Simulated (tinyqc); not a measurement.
Surface Green function of a dimerised chain, Sancho-Rubio decimation: densities of states against energy.

A semi-infinite lead of cells 0, 1, 2, ... with H0 inside a cell and H1 = <cell i|H|cell i + 1>. Cell A, B with A at the surface; -t1 joins A and B, -t2 joins B to the next A. z = E + i eta.

Start with e_s = e = H0, a = H1, b = H1^dagger. Each round: g = (z - e)^(-1); e_s <- e_s + a g b; e <- e + a g b + b g a; a <- a g a; b <- b g b (all with the old a, b). Round k joins cells 2^k apart. Stop when the largest entry of the matrices a and b is below 1e-12 eV; g_s = (z - e_s)^(-1), bulk (z - e)^(-1), density of states -Im Tr/pi. Here eta = 0.01 eV. Open modes are the crossings of E with the bands of H0 + H1 exp(ik) + H1^dagger exp(-ik) for 0 < k < pi.

H0 (eV):

|  | A | B |
|---|---|---|
| A | 0 | -0.71 |
| B | -0.71 | 0 |

H1 (eV):

|  | A | B |
|---|---|---|
| A | 0 | 0 |
| B | -1 | 0 |

Results:

| E (eV) | open modes | rounds | surface (1/eV) | bulk (1/eV) |
|---|---|---|---|---|
| -1.88 | 0 | 5 | 0.009502 | 0.02546 |
| -1.54 | 1 | 10 | 0.6443 | 0.8710 |
| -1.2 | 1 | 11 | 0.7157 | 0.5385 |
| -0.85 | 1 | 11 | 0.5376 | 0.4564 |
| -0.51 | 1 | 11 | 0.3277 | 0.4740 |
| -0.17 | 0 | 7 | 0.06317 | 0.02434 |
| 0.17 | 0 | 7 | 0.06317 | 0.02434 |
| 0.51 | 1 | 11 | 0.3277 | 0.4740 |
| 0.86 | 1 | 11 | 0.5436 | 0.4575 |
| 1.2 | 1 | 11 | 0.7157 | 0.5385 |
| 1.54 | 1 | 10 | 0.6443 | 0.8710 |
| 1.88 | 0 | 5 | 0.009502 | 0.02546 |

Estimate the missing row, E = 0 eV.

Computed row:

| E (eV) | open modes | rounds | surface (1/eV) | bulk (1/eV) |
|---|---|---|---|---|
| 0 | 0 | 7 | 15.79 | 0.01283 |

With this row back in the table: The bands of the infinite lead run over -1.71 to -0.290, 0.290 to 1.71 eV. The rounds lie between 5 and 11, 6.2 on average outside the bands and 10.8 inside. The surface density of states is largest at E = 0 eV among the rows (15.8 1/eV, bulk 0.0128): no mode is open there and the bulk has far less, which marks a state bound to the surface.

Numbers from tinyqc (`OMP_NUM_THREADS=1 python tinyqc.py 2680134 2680135 out.jsonl`; about 0.03 s on one thread of a shared Intel Xeon 2.30GHz).
